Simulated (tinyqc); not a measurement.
Hubbard chain of 4 sites, step by step. One step of it, computed by the program tinyqc.

Question. Mean-field iteration 1. H(up) = T + U n(down), H(down) = T + U n(up); fill the lowest levels; n(new) = n + mixing (n(out) - n); E = tr T (rho up + rho down) + U sum n_up n_down of the output.

one-body matrix (hopping and site energies) (eV), order 1, 2, 3, 4:
```
[[-0.150000, -1.070000, 0.000000, 0.000000],
 [-1.070000, -0.070000, -1.070000, 0.000000],
 [0.000000, -1.070000, -0.240000, -1.070000],
 [0.000000, 0.000000, -1.070000, -0.010000]]
```

U = 10.100000 eV

electrons, up and down: [2, 2]

mixing = 1

n(up) at the start (a guess, not normalised): [0.550000, 0.450000, 0.550000, 0.450000]

n(down) at the start (a guess): [0.450000, 0.550000, 0.450000, 0.550000]

Give: levels, up; levels, down; energy; n(up) after iteration 1; n(down) after iteration 1.

Answer.

levels, up (eV): [3.0872, 4.0704, 5.8285, 6.7439]

levels, down (eV): [3.1328, 4.1597, 5.7385, 6.6990]

energy = 3.2555 eV

n(up) after iteration 1: [0.7740, 0.3014, 0.7153, 0.2093]

n(down) after iteration 1: [0.2600, 0.6711, 0.3485, 0.7204]
